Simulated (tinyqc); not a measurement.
Three-phonon processes in a diatomic chain: dispersion, energy and momentum conservation, and decay channels of optical phonons. Inputs raised by 5 %, one at a time. Computed by tinyqc, a small Python program. Command: `OMP_NUM_THREADS=1 python tinyqc.py 3120453 3120454 out.jsonl threeph sens`. One thread of a shared host (Intel(R) Xeon(R) Processor @ 2.30GHz), about 0.01 s of CPU time with the checks.

Cell length a, two atoms, one spring constant. x = q a/pi runs from -1 to 1; A and O are the acoustic and optical branches. Matrix elements are not computed: only conservation laws and occupation factors are followed.

Inputs (values chosen for the exercise, for a model chain): light mass m = 31 u; heavy mass M = 122 u; spring constant k = 4 eV/angstrom^2.

Constants: nu for 1 eV/(angstrom^2 u) = 15.6333042 THz.

Method. omega^2 = k (1/m + 1/M) -/+ k sqrt((1/m + 1/M)^2 - 4 sin^2(pi x/2)/(m M)); nu = 15.6333042 THz x sqrt(omega^2) for eV/(angstrom^2 u). Acoustic top sqrt(2 k/M), optical bottom sqrt(2 k/m), optical top sqrt(2 k (1/m + 1/M)).

Runs:
```
input moved                        from     to  optical top (THz)  optical top over twice the acoustic top
base run                              -      -              8.894                                    1.111
light mass m (u)                     31  32.55              8.723                                    1.090
heavy mass M (u)                    122  128.1              8.851                                    1.133
spring constant k (eV/angstrom^2)     4    4.2              9.113                                    1.111
```

Exponents ln(y'/y) / ln(x'/x):
```
input              optical top  optical top over twice the acoustic top
light mass m            -0.397                                   -0.397
heavy mass M            -0.099                                    0.401
spring constant k        0.500                                    0.000
```

Among the inputs moved here: optical top answers most in size to spring constant k (exponent +0.500), next to light mass m (-0.397). Its exponent +0.500 in spring constant k: frequencies go as sqrt(k). Optical top over twice the acoustic top answers most in size to heavy mass M (exponent +0.401), and about equally to light mass m (-0.397); its exponent is below 0.0005 for spring constant k.
